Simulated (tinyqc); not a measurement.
Two-band k.p model of the Delta valleys near the X point under shear strain: one step. Position, depth and masses of the minimum. Three cases, with inputs chosen for the exercise.

Task: For |eta| < 1: k_min = k0 sqrt(1 - eta^2), E_min = -Delta eta^2/2, ml(eta) = ml/(1 - eta^2), 1/m[110] = 1/mt + eta/Mp, 1/m[1-10] = 1/mt - eta/Mp. For |eta| > 1 the minimum sits at X: E_min = -Delta (2 |eta| - 1)/2, ml(eta) = ml/(1 - 1/|eta|), and eta is replaced by its sign in the transverse masses.

Case 1.

Values chosen (out of a larger set: near those of Si; not measured data):
- ml = 0.893 m0 (longitudinal mass)
- mt = 0.191 m0 (transverse mass)
- Mp = 0.229 m0 (coupling mass)

k0 = 0.1681546 1/angstrom
Delta = 0.2412788 eV
eta = 0.370526

Case 2.

Values chosen (out of a larger set: near those of Si; not measured data):
- ml = 0.916 m0 (longitudinal mass)
- mt = 0.191 m0 (transverse mass)
- Mp = 0.245 m0 (coupling mass)

k0 = 0.1790246 1/angstrom
Delta = 0.2666139 eV
eta = 0.892677

Case 3.

Values chosen (out of a larger set: near those of Si; not measured data):
- ml = 0.906 m0 (longitudinal mass)
- mt = 0.2 m0 (transverse mass)
- Mp = 0.235 m0 (coupling mass)

k0 = 0.1699721 1/angstrom
Delta = 0.2429852 eV
eta = 0.072103

Give: k_min; E_min; ml(eta); masses along [110] and [1-10].

Result:

Case 1.

k_min = 0.1562 1/angstrom
E_min = -16.56 meV
ml(eta) = 1.035 m0

masses along [110] and [1-10] (m0): 0.1459  0.2764

The minimum has moved 7.1 % of the way to X; electrons are lighter along [110] (-23.6 % against mt) and heavier across (+44.7 %).

Case 2.

k_min = 0.0807 1/angstrom
E_min = -106.23 meV
ml(eta) = 4.509 m0

masses along [110] and [1-10] (m0): 0.1126  0.6281

The minimum has moved 54.9 % of the way to X; electrons are lighter along [110] (-41.0 % against mt) and heavier across (+228.9 %).

Case 3.

k_min = 0.1695 1/angstrom
E_min = -0.63 meV
ml(eta) = 0.911 m0

masses along [110] and [1-10] (m0): 0.1884  0.2131

The minimum has moved 0.3 % of the way to X; electrons are lighter along [110] (-5.8 % against mt) and heavier across (+6.5 %).

Computed by tinyqc, one run a case: `OMP_NUM_THREADS=1 python tinyqc.py N N+1 out.jsonl` with N = 1080136, 1080281, 1080296; one thread of a shared Intel(R) Xeon(R) Processor @ 2.30GHz, about 0.01 s a run at most.
